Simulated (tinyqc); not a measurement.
p-i-n junction, non-linear Poisson equation by Newton steps: two steps of the calculation.

One dimension, p side on the left, n side on the right; net doping C = -Na for x < 0, 0 for 0 < x < Li and +Nd beyond. The potential psi is counted from the intrinsic level, and the quasi-Fermi potentials are flat: 0 for holes and -V for electrons, so n = ni exp((psi + V)/Vt) and p = ni exp(-psi/Vt) (Boltzmann statistics, full ionisation, no current).

Parameters, values chosen for the exercise: temperature T = 350 K; bias of the p side against the n side V = -0.3 V.

Constants: q = 1.602176634e-19 C, kB = 1.380649e-23 J/K, Vt = kB T/q. Results are converted to the units shown.

Question 1. Newton step. Solve the tridiagonal system a_(i-1) d_(i-1) + b_i d_i + a_i d_(i+1) = -F_i for nodes 1 to 11, with d = 0 on fixed nodes. Each component d is damped to sign(d) Vt ln(1 + |d|/Vt) before it is added.

| interval | coupling a_i (F/cm^2) |
|---|---|
| 0 | 1.2838572e-7 |
| 1 | 1.6782447e-7 |
| 2 | 2.1397621e-7 |
| 3 | 2.7535812e-7 |
| 4 | 3.5416751e-7 |
| 5 | 3.1798322e-7 |
| 6 | 2.8451130e-7 |
| 7 | 2.5613112e-7 |
| 8 | 2.2824129e-7 |
| 9 | 2.0541716e-7 |
| 10 | 1.8674287e-7 |
| 11 | 1.6565900e-7 |

| node | diagonal b (F/cm^2) | residual F (C/cm^2) |
|---|---|---|
| 1 | -5.1716917e-6 | 2.4249118e-10 |
| 2 | -3.9759794e-6 | 5.2288338e-8 |
| 3 | -4.8969351e-7 | 1.0833319e-11 |
| 4 | -6.2968412e-7 | -8.5959737e-8 |
| 5 | -2.8351053e-5 | -9.6458816e-7 |
| 6 | -3.1487273e-5 | -9.3150550e-7 |
| 7 | -3.4947369e-5 | -1.0377298e-6 |
| 8 | -3.8909733e-5 | -1.1589345e-6 |
| 9 | -4.3329184e-5 | -1.2937576e-6 |
| 10 | -4.7803004e-5 | -1.4299426e-6 |
| 11 | -5.3181628e-5 | -1.5933647e-6 |

| node | psi at the start (V) |
|---|---|
| 0 | -0.39669274 |
| 1 | -0.39669274 |
| 2 | -0.39524783 |
| 3 | -0.12488833 |
| 4 | 0.40781135 |
| 5 | 0.77423126 |
| 6 | 0.77423126 |
| 7 | 0.77423126 |
| 8 | 0.77423126 |
| 9 | 0.77423126 |
| 10 | 0.77423126 |
| 11 | 0.77423126 |
| 12 | 0.77423126 |

Give: Newton step d, before damping; psi after iteration 1.

Answer 1.

| node | Newton step d, before damping (V) |
|---|---|
| 1 | 0.0003 |
| 2 | 0.0071 |
| 3 | -0.1132 |
| 4 | -0.2068 |
| 5 | -0.0369 |
| 6 | -0.0302 |
| 7 | -0.0302 |
| 8 | -0.0302 |
| 9 | -0.0302 |
| 10 | -0.0302 |
| 11 | -0.0301 |

| node | psi after iteration 1 (V) |
|---|---|
| 0 | -0.3967 |
| 1 | -0.3964 |
| 2 | -0.3889 |
| 3 | -0.1719 |
| 4 | 0.3456 |
| 5 | 0.7501 |
| 6 | 0.7533 |
| 7 | 0.7533 |
| 8 | 0.7533 |
| 9 | 0.7533 |
| 10 | 0.7533 |
| 11 | 0.7534 |
| 12 | 0.7742 |

Question 2. Densities, residual and Jacobian diagonal. n_i = ni exp((psi_i + V)/Vt), p_i = ni exp(-psi_i/Vt), rho_i = p_i - n_i + C_i, g_i = (n_i + p_i)/Vt. Box widths w_i = (h_(i-1) + h_i)/2 in cm. Residual F_i = a_i (psi_(i+1) - psi_i) - a_(i-1) (psi_i - psi_(i-1)) + q rho_i w_i; Jacobian: a_(i-1) and a_i beside the diagonal, b_i = -a_(i-1) - a_i - q g_i w_i on it. The two end nodes are fixed.

| node | x (nm) | psi after iteration 1 (V) | net doping C (cm^-3) |
|---|---|---|---|
| 0 | -241 | -0.39669274 | -1.3e17 |
| 1 | -161 | -0.39641759 | -1.3e17 |
| 2 | -99.8 | -0.38889389 | -1.3e17 |
| 3 | -51.8 | -0.17189494 | -1.3e17 |
| 4 | -14.5 | 0.34564250 | -1.3e17 |
| 5 | 14.5 | 0.75011081 | 0 |
| 6 | 46.8 | 0.75329124 | 0 |
| 7 | 82.9 | 0.75332520 | 0 |
| 8 | 123 | 0.75332548 | 0 |
| 9 | 168 | 0.75332548 | 0 |
| 10 | 218 | 0.75332566 | 0 |
| 11 | 273 | 0.75337249 | 0 |
| 12 | 335 | 0.77423126 | 1.7e18 |

| interval | coupling a_i (F/cm^2) |
|---|---|
| 0 | 1.2838572e-7 |
| 1 | 1.6782447e-7 |
| 2 | 2.1397621e-7 |
| 3 | 2.7535812e-7 |
| 4 | 3.5416751e-7 |
| 5 | 3.1798322e-7 |
| 6 | 2.8451130e-7 |
| 7 | 2.5613112e-7 |
| 8 | 2.2824129e-7 |
| 9 | 2.0541716e-7 |
| 10 | 1.8674287e-7 |
| 11 | 1.6565900e-7 |

ni = 2.5224310e11 cm^-3

Find: n; p; residual F; diagonal b.

Answer 2.

| node | n (cm^-3) | p (cm^-3) |
|---|---|---|
| 0 | 23.44 | 1.300e17 |
| 1 | 23.65 | 1.288e17 |
| 2 | 30.35 | 1.004e17 |
| 3 | 4.044e4 | 7.534e13 |
| 4 | 1.146e12 | 2.659e6 |
| 5 | 7.641e17 | 3.987 |
| 6 | 8.490e17 | 3.588 |
| 7 | 8.500e17 | 3.584 |
| 8 | 8.500e17 | 3.584 |
| 9 | 8.500e17 | 3.584 |
| 10 | 8.500e17 | 3.584 |
| 11 | 8.513e17 | 3.579 |
| 12 | 1.700e18 | 1.792 |

| node | residual F (1e-7 C/cm^2) | diagonal b (F/cm^2) |
|---|---|---|
| 1 | -0.001 | -5.127e-6 |
| 2 | 0.193 | -3.293e-6 |
| 3 | 0.073 | -4.910e-7 |
| 4 | -0.683 | -6.295e-7 |
| 5 | -5.174 | -1.311e-5 |
| 6 | -4.662 | -1.603e-5 |
| 7 | -5.189 | -1.774e-5 |
| 8 | -5.795 | -1.970e-5 |
| 9 | -6.469 | -2.188e-5 |
| 10 | -7.150 | -2.410e-5 |
| 11 | -7.945 | -2.681e-5 |

tinyqc, about 0.09 s, one thread, Intel Xeon 2.30GHz (shared host): `OMP_NUM_THREADS=1 python tinyqc.py 2000084 2000085 out.jsonl`
